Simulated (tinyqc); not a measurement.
# Scattering mobility, thermal velocity and mass from two apparent mobilities

Question. 1/mu_app = 1/mu_0 + 1/mu_B with the ballistic mobility mu_B = vT L/(2 Vt) and vT = sqrt(2 kB T/(pi m)) (non-degenerate carriers); the mean free path is 2 Vt mu_0/vT. Find mu_0, vT, m and the mean free path.

Values chosen for this exercise: temperature T = 293 K.

Constants: q = 1.602176634e-19 C, kB = 1.380649e-23 J/K, m0 = 9.1093837015e-31 kg, Vt = kB T/q. Results are converted to the units shown.

apparent mobility at L = 40 and 200 nm (cm^2/(V s)): 610.36084  1060.3783

Solution. 1/mu_app is linear in 1/L: the slope is 2 Vt/vT and the intercept 1/mu_0.

mu_0 = 1300 cm^2/(V s)
vT = 1.453e7 cm/s
m = 0.1340 m0
mean free path = 45.20 nm

Computed by the program tinyqc: `OMP_NUM_THREADS=1 python tinyqc.py 2380004 2380005 out.jsonl`, one thread of a shared Intel Xeon 2.30GHz, about 0.01 s for the whole run.
